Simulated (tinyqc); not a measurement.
Two-junction solar cell, detailed-balance limit: two steps of the calculation.

The top cell takes all photons above E1, the bottom cell those between E2 and E1. Each cell follows J = Jsc - J0 (exp(V/Vt) - 1) with J0 = q ge Phi(gap, T)/ERE; light emitted by one cell and absorbed by the other is left out. In series both carry one current; wired apart (four terminals) each works at its own maximum power point. Efficiencies are counted against Pin = fs X sigma Ts^4.

Values chosen for this exercise: cell temperature T = 300 K; temperature of the black-body sun Ts = 7000 K; share of the hemisphere filled by the sun fs = 2.16e-5; concentration X = 1; external radiative efficiency ERE = 0.3; number of faces that emit ge = 1; gap of the bottom cell E2 = 0.94 eV; gap of the top cell E1 = 2.04 eV.

Constants: q = 1.602176634e-19 C, kB = 1.380649e-23 J/K, h = 6.62607015e-34 J s, c = 299792458 m/s, Vt = kB T/q. Results are converted to the units shown.

Problem 1. Photocurrents and dark currents. Photon flux above E from a black body at temperature T into a hemisphere: Phi(E, T) = A sum_k exp(-k E/th)[E^2 th/k + 2 E th^2/k^2 + 2 th^3/k^3], k = 1, 2, ..., with th = kB T/q in eV and A = 2 pi q^3/(h^3 c^2). J1 = q fs X Phi(E1, Ts), J2 = q fs X [Phi(E2, Ts) - Phi(E1, Ts)], J01 and J02 as above; sigma = 2 pi^5 kB^4/(15 h^3 c^2).

Wanted: J1; J2; J01; J02; Pin.

Solution 1.

J1 = 52.21 mA/cm^2
J2 = 75.48 mA/cm^2
J01 = 3.124e-28 mA/cm^2
J02 = 2.060e-10 mA/cm^2
Pin = 294.1 mW/cm^2

The top cell limits the series current; the other has 45 % more.

Problem 2. Maximum power, in series and apart. In series V(J) = Vt [ln((J1 - J)/J01 + 1) + ln((J2 - J)/J02 + 1)], and J V(J) is largest where V = J Vt [1/(J1 - J + J01) + 1/(J2 - J + J02)]. Apart, each cell has (1 + v) exp(v) = 1 + Jsc/J0 at its maximum power point, v = Vmp/Vt.

J1 = 52.214553 mA/cm^2
J2 = 75.479412 mA/cm^2
J01 = 3.1243494e-28 mA/cm^2
J02 = 2.0597383e-10 mA/cm^2
Pin = 294.07469 mW/cm^2

Wanted: series Jmp; series Vmp; series efficiency; top cell alone; bottom cell behind it.

Solution 2.

series Jmp = 51.62 mA/cm^2
series Vmp = 2.283 V
series efficiency = 40.06 %
top cell alone = 28.52 %
bottom cell behind it = 14.91 %

Wired apart the cells give 43.44 %; the series connection loses 3.4 points of that.

Numbers from tinyqc (`OMP_NUM_THREADS=1 python tinyqc.py 2820040 2820041 out.jsonl`; about 0.01 s on one thread of a shared Intel Xeon 2.30GHz).
